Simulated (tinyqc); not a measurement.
Changing the surface concentration C_s: concentration-dependent dopant diffusion with charged defects and the built-in field. Computed by tinyqc, a small Python program. Command: `OMP_NUM_THREADS=1 python tinyqc.py 3016523 3016524 out.jsonl extrinsic sweep`. One thread of a shared host (Intel(R) Xeon(R) Processor @ 2.30GHz), about 1 s of CPU time with the checks.

A constant source C_s feeds a half space. The dopant moves through neutral point defects and through charged ones, whose number grows with the majority carrier density n.

Inputs (values chosen for the exercise, modelled on arsenic in silicon): neutral prefactor D0x = 0.0117 cm^2/s; neutral activation energy E0 = 3.44 eV; singly charged prefactor D01 = 31.2 cm^2/s; activation energy E1 = 4.16 eV; junction level C_B = 2.2e+16 1/cm^3; temperature T = 1000 C; time t = 140 s.

Field enhancement: on.

Constants: k_B = 8.617333262e-05 eV/K.

Method:
- n_i = 3.87e16 T^1.5 exp(-7014/T) per cm^3 (T in kelvin, an empirical form); each D = prefactor x exp(-E/(k_B T)); the intrinsic diffusivity D_i is their sum.
- Temperatures in kelvin are T(C) + 273.15.
- n = C/2 + sqrt(C^2/4 + n_i^2); D(C) = h [Dx + D1 (n/n_i)], h = 1 + C/sqrt(C^2 + 4 n_i^2).
- With y = x/sqrt(D_s t), u = C/C_s and q = -(D/D_s) du/dy: du/dy = -q D_s/D, dq/dy = -(y/2) q D_s/D, u(0) = 1. The surface flux q(0) is shot so that u tends to 0 (LSODA, an adaptive multistep solver, relative tolerance 1e-10). Dose Q = 2 q(0) C_s sqrt(D_s t).
- The junction lies where C = C_B.

One run for each value; columns: (1) surface concentration C_s (1/cm^3); (2) enhancement D_s/D_i; (3) junction depth x_j (nm); (4) dose Q (1/cm^2); (5) junction in units of sqrt(D_s t):
```
(1)          (2)     (3)         (4)     (5)
5.00e+17   1.064  12.491  2.4984e+11  2.7892
1.50e+18   1.202  15.324  7.7962e+11  3.2206
4.60e+18   1.694  18.295  2.6859e+12  3.2384
1.40e+19   3.564  22.271  1.0870e+13  2.7177
4.30e+19   9.961  29.451  5.3213e+13  2.1497
1.30e+20  29.276  43.203  2.7242e+14  1.8394
4.00e+20  89.213  69.709  1.4579e+15  1.7002
```

What does the table show, and why?

Over the rows, enhancement D_s/D_i rises from 1.06 to 89.2 (exponent d ln y / d ln x 0.11 between the first rows and 0.99 between the last); junction depth x_j (nm) rises from 12.5 to 69.7 (exponent d ln y / d ln x 0.19 between the first rows and 0.43 between the last); dose Q (1/cm^2) rises from 2.50e11 to 1.46e15 (exponent d ln y / d ln x 1.0 between the first rows and 1.5 between the last). At the high end the exponent of enhancement D_s/D_i is 0.99, close to 1: singly charged defects follow n. At the low end the exponent of dose Q is 1.04, close to 1: the intrinsic, linear regime. At the high end the exponent of dose Q is 1.49, close to 1.5: D proportional to C: Q scales as C_s sqrt(C_s). In units of sqrt(D_s t), D_s = D(C_s), the junction is deepest, 3.24, at C_s = 4.6e18 among these rows and ends at 1.70: a larger C_s/C_B pushes it out along the tail, while the tail diffuses with D_i, ever further below D_s.

Caution (rows 4.30e19, 1.30e20, 4.00e20): at such concentrations dopants can cluster or exceed their solubility; the active fraction and the diffusivity then fall below the model.
